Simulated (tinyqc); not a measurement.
## Dead time against afterpulsing

Afterpulse probability pap = pa (Cd Vx/q) exp(-td/tt) Pm, with Pm the trigger probability of a released carrier; largest rate 1/td; each true event gives 1/(1 - pap) counts.

Values chosen for this exercise:
```
symbol,value,unit,meaning
Vx,5.4,V,excess bias
Cd,190,fF,diode capacitance
pa,3e-8,,trapping probability per avalanche carrier
tt,26,ns,trap release time
```

Constants: q = 1.602176634e-19 C. Results are converted to the units shown.

Pm = 0.73

Results:

| td (ns) | pap (%) | largest rate (1e6/s) | counts per event |
|---|---|---|---|
| 5.2 | 11.48 | 192.3 | 1.130 |
| 8.5 | 10.11 | 117.6 | 1.113 |
| 22 | 6.017 | 45.45 | 1.064 |
| 36 | 3.512 | 27.78 | 1.036 |
| 59 | 1.450 | 16.95 | 1.015 |
| 96 | 0.3494 | 10.42 | 1.004 |
| 160 | 0.02981 | 6.250 | 1.000 |

Estimate the missing row, td = 14 ns.

Computed row:

| td (ns) | pap (%) | largest rate (1e6/s) | counts per event |
|---|---|---|---|
| 14 | 8.185 | 71.43 | 1.089 |

With this row back in the table: The afterpulse probability falls from 11.5 to 0.0298 %, a factor of ten for every 59.9 ns, while the largest rate falls from 192 to 6.25 million a second.

Program tinyqc, `OMP_NUM_THREADS=1 python tinyqc.py 2630022 2630023 out.jsonl`; Intel Xeon 2.30GHz, shared host, one thread, about 0.01 s.
